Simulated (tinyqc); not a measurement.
What moves the results: pi bands of a honeycomb layer in tight binding. A value that a table varies takes the place of the one given here.

Lattice vectors a (1,0) and a (1/2, sqrt3/2); f = exp(i ky a/sqrt3) + 2 cos(kx a/2) exp(-i ky a/(2 sqrt3)), w = |f|. H = [[D - t2 F, -t f], [., -D - t2 F]] with F = w^2 - 3, S = [[1, s0 f], [., 1]]; the levels solve det(H - E S) = 0. K = (4 pi/3a, 0), M = (pi/a, pi/(sqrt3 a)); w = 3, 1, 0 at Gamma, M, K.

Constants: hbar^2/2m0 = 3.80998211 eV angstrom^2.

Values chosen for the exercise (of the size used for graphene; not measured data):

| symbol | value | unit | meaning |
|---|---|---|---|
| a | 2.46 | angstrom | lattice constant |
| t | 2.83 | eV | nearest hopping |
| t2 | 0.04 | eV | second-neighbour hopping |
| s0 | 0 |  | overlap of neighbours |
| D | 0.025 | eV | +D on A, -D on B |

## How far the cone holds

Upper and lower levels at distance q from K towards Gamma (-x) and towards M (+x), measured from 3 t2; cone: sqrt(D^2 + (hbar v q)^2), hbar v = (sqrt3/2) a (t + 3 t2 s0).

Levels (eV):

| q (1/angstrom) | cone | upper, to Gamma | lower, to Gamma | upper, to M | lower, to M |
|---|---|---|---|---|---|
| 0.02 | 0.1231 | 0.1239 | -0.1240 | 0.1222 | -0.1224 |
| 0.05 | 0.3025 | 0.3072 | -0.3081 | 0.2965 | -0.2974 |
| 0.10 | 0.6034 | 0.6213 | -0.6252 | 0.5789 | -0.5822 |
| 0.15 | 0.9047 | 0.9431 | -0.9521 | 0.8480 | -0.8552 |
| 0.20 | 1.2061 | 1.2710 | -1.2873 | 1.1026 | -1.1149 |
| 0.30 | 1.8089 | 1.9395 | -1.9778 | 1.5652 | -1.5901 |
| 0.40 | 2.4118 | 2.6162 | -2.6864 | 1.9604 | -1.9996 |
| 0.60 | 3.6175 | 3.9530 | -4.1156 | 2.5289 | -2.5945 |

At q = 0.2 the upper band lies +65 meV from the cone towards Gamma and -103 meV towards M; half their difference, 84 meV, is the trigonal warping, steeper towards Gamma, and their mean, -19 meV, comes from the bending of the band and from t2 or the overlap. All four values stay within 5 % of the cone up to q = 0.1. The electron-hole asymmetry, upper plus lower towards Gamma, is -16 meV at q = 0.2.

## Fermi level against carrier density

hbar v = 6.02910 eV angstrom

Cone with four flavours: n = kF^2/pi, EF = sqrt(D^2 + (hbar v kF)^2), density of states 2 EF/(pi (hbar v)^2), quantum capacitance e^2 times it (1 e^2/(eV angstrom^2) = 1602.177 microF/cm^2), cyclotron mass 2c EF/(hbar v)^2, c = hbar^2/2m0; 1e12/cm^2 = 1e-4/angstrom^2.

Filling:

| n (1e12/cm^2) | kF (1/angstrom) | EF (eV) | Cq (microF/cm^2) | cyclotron mass (m0) |
|---|---|---|---|---|
| 0.10 | 0.00560 | 0.0420 | 1.180 | 0.0088 |
| 0.25 | 0.00886 | 0.0590 | 1.655 | 0.0124 |
| 0.50 | 0.01253 | 0.0796 | 2.233 | 0.0167 |
| 1.00 | 0.01772 | 0.1097 | 3.080 | 0.0230 |
| 2.00 | 0.02507 | 0.1532 | 4.298 | 0.0321 |
| 4.00 | 0.03545 | 0.2152 | 6.038 | 0.0451 |
| 10.00 | 0.05605 | 0.3389 | 9.508 | 0.0710 |
| 20.00 | 0.07927 | 0.4786 | 13.428 | 0.1003 |

From 1 to 4e12/cm^2 EF rises by a factor 1.961, less than two because the gap 2D = 0.05 eV still counts. Capacitance and mass grow in proportion to EF counted from mid-gap, so hardly at all while a large gap term dominates it; in a parabolic band both are constant; Cq is 3.08 microF/cm^2 at 1e12/cm^2, against 3.45 for 1 nm of a dielectric with eps = 3.9.

## What each parameter does

Gap at K, difference at M, and the two levels at Gamma, from (e - E)^2 - D^2 - (t + s0 E)^2 w^2 = 0, e = -t2 (w^2 - 3). Each row changes one parameter from the base and keeps the others.

Results:

| case | gap at K (eV) | difference at M (eV) | lower at Gamma (eV) | upper at Gamma (eV) |
|---|---|---|---|---|
| base | 0.0500 | 5.6602 | -8.7300 | 8.2500 |
| t = 2.9715 eV | 0.0500 | 5.9432 | -9.1545 | 8.6745 |
| t2 = 0.09 eV | 0.0500 | 5.6602 | -9.0300 | 7.9500 |
| s0 = 0.03 | 0.0500 | 5.6701 | -8.0092 | 9.0660 |
| D = 0.125 eV | 0.2500 | 5.6655 | -8.7309 | 8.2509 |
| a = 2.5092 angstrom | 0.0500 | 5.6602 | -8.7300 | 8.2500 |

The largest shifts from the base row, up to three for each result and ties (the steps differ in size, so this ranks the rows, not the parameters). gap at K (eV): D +0.2000; unchanged at the printed digits by t, t2, s0 and a. difference at M (eV): t +0.2830, s0 +0.0099, D +0.0053; unchanged at the printed digits by t2 and a. lower at Gamma (eV): s0 +0.7208, t -0.4245, t2 -0.3000; unchanged at the printed digits by a. upper at Gamma (eV): s0 +0.8159, t +0.4245, t2 -0.3000; unchanged at the printed digits by a. At points fixed by symmetry a drops out; the gap at K is 2D whatever the hoppings.

Program tinyqc; command `OMP_NUM_THREADS=1 python tinyqc.py 1451035 1451036 out.jsonl`; about 0.01 s on one thread of a shared Intel(R) Xeon(R) Processor @ 2.30GHz.
